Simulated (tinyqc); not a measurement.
Comparisons within one model: density of states of one tight-binding band on the simple cubic lattice. A value that a table varies takes the place of the one given here.

E(k) = -2 t (c1 + c2 + c3) - 4 t2 (c1 c2 + c2 c3 + c3 c1) with ci = cos(2 pi ki); k in fractions of the reciprocal vectors, mesh k_i = j/N with j = 0 .. N-1. Densities are per cell and per spin, so the band holds one state.

Each cube of the mesh, corners numbered 0 to 7 as the binary number (i j l), is cut into six tetrahedra around the diagonal 0-7: 0137, 0157, 0237, 0267, 0457, 0467. For corner energies e1 <= e2 <= e3 <= e4 and eij = ei - ej, the share of the tetrahedron below E is n = (E - e1)^3/(e21 e31 e41) for e1 < E < e2; n = [e21^2 + 3 e21 x + 3 x^2 - (e31 + e42) x^3/(e32 e42)]/(e31 e41) with x = E - e2 for e2 < E < e3; n = 1 - (e4 - E)^3/(e41 e42 e43) for e3 < E < e4; its density of states is g = dn/dE.

Gaussian broadening: g(E) = mean over the mesh of exp(-(E - E_k)^2/(2 sigma^2))/(sigma sqrt(2 pi)), n(E) = mean of erfc((E_k - E)/(sigma sqrt 2))/2.

Inputs chosen for the exercise:
```
symbol  value  unit  meaning
t       1.57   eV    nearest hopping
t2      -0.13  eV    second hopping
N2      10           mesh points along each axis in this comparison
sigma   0.157  eV    Gaussian width
E       1.25   eV    energy at which the density is wanted
```

## Three ways to the same curve

N = N2 here; the reference is the linear method with N = 36.

g(E) (1/eV):
```
E (eV)  reference  linear tetrahedra  Gaussian, sigma  Gaussian, sigma/4  reference n(E)
-6.147      0.035              0.034            0.030              0.000           0.037
-4.434      0.064              0.063            0.064              0.000           0.120
-2.721      0.099              0.100            0.152              0.049           0.273
-1.008      0.093              0.095            0.138              0.233           0.437
0.704       0.089              0.093            0.161              0.082           0.593
2.417       0.086              0.089            0.140              0.084           0.743
4.130       0.046              0.047            0.057              0.074           0.849
5.843       0.031              0.031            0.003              0.000           0.914
7.555       0.021              0.021            0.029              0.000           0.958
9.268       0.012              0.011            0.021              0.000           0.987
```

Root-mean-square errors against the reference: 0.0017 for linear tetrahedra, 0.0374 for sigma and 0.0544 for sigma/4. The narrow Gaussian is worse than the wide one, because it resolves the separate mesh levels. The reference is highest at -2.721 eV of the energies listed, and half filling lies between -1.008 and 0.704 eV.

## Convergence with the mesh

At the energy E; the plain count is the share of mesh points below E; the reference is the linear method with N = 36.

Results:
```
N   points  g linear  n linear  g Gaussian  n Gaussian  n plain count
4       64    0.1055    0.6668      0.0000      0.6562         0.6562
6      216    0.1003    0.6486      0.1985      0.6180         0.6111
8      512    0.0910    0.6448      0.0025      0.6367         0.6367
12    1728    0.0910    0.6427      0.1383      0.6413         0.6447
16    4096    0.0891    0.6419      0.0614      0.6419         0.6460
20    8000    0.0885    0.6414      0.0656      0.6413         0.6408
```

reference n and g: 0.6410  0.0883

The linear n(E) stays within 0.002 of the reference from N = 12 on. The Gaussian g still moves by more than 1 % between the last two meshes. At the last mesh it lies -0.023 1/eV from the reference g and the linear g 0.000. The plain count errs by -0.0002 at the last mesh.

## Critical points

The gradient vanishes at these points by symmetry; the signs of the eigenvalues of the second-derivative matrix give the type.

Critical points:
```
point                k   E (eV)  positive  negative     type
Gamma        (0, 0, 0)  -7.8600         3         0  minimum
X          (0.5, 0, 0)  -3.6600         2         1   saddle
M        (0.5, 0.5, 0)   2.6200         1         2   saddle
R      (0.5, 0.5, 0.5)  10.9800         0         3  maximum
```

Gamma is a minimum at -7.860 eV: its contribution to g starts as a square root. X is a saddle at -3.660 eV: g has a square-root kink there. M is a saddle at 2.620 eV: g has a square-root kink there. R is a maximum at 10.980 eV: its contribution to g ends as a square root.

## What moves the count of states

Linear method and Gaussian sum with N = 14. Each row changes one parameter from the base and keeps the others.

Results:
```
case              n linear  g linear (1/eV)  n Gaussian  g Gaussian (1/eV)
base                0.6421           0.0890      0.6321             0.0995
t = 1.727 eV        0.6296           0.0815      0.6198             0.0543
E = 1.407 eV        0.6561           0.0892      0.6497             0.1193
sigma = 0.314 eV    0.6421           0.0890      0.6374             0.0873
t2 = -0.051 eV      0.6262           0.0913      0.6179             0.0485
```

The largest shifts from the base row, up to three for each result and ties (the steps differ in size, so this ranks the rows, not the parameters). n linear: t2 -0.0159, E +0.0140, t -0.0125; unchanged at the printed digits by sigma. g linear (1/eV): t -0.0075, t2 +0.0023, E +0.0002; unchanged at the printed digits by sigma. n Gaussian: E +0.0175, t2 -0.0142, t -0.0123. g Gaussian (1/eV): t2 -0.0510, t -0.0452, E +0.0198.

(tinyqc, `OMP_NUM_THREADS=1 python tinyqc.py 1650922 1650923 out.jsonl`, Intel(R) Xeon(R) Processor @ 2.30GHz, 1 thread, shared host, about 0.2 s.)
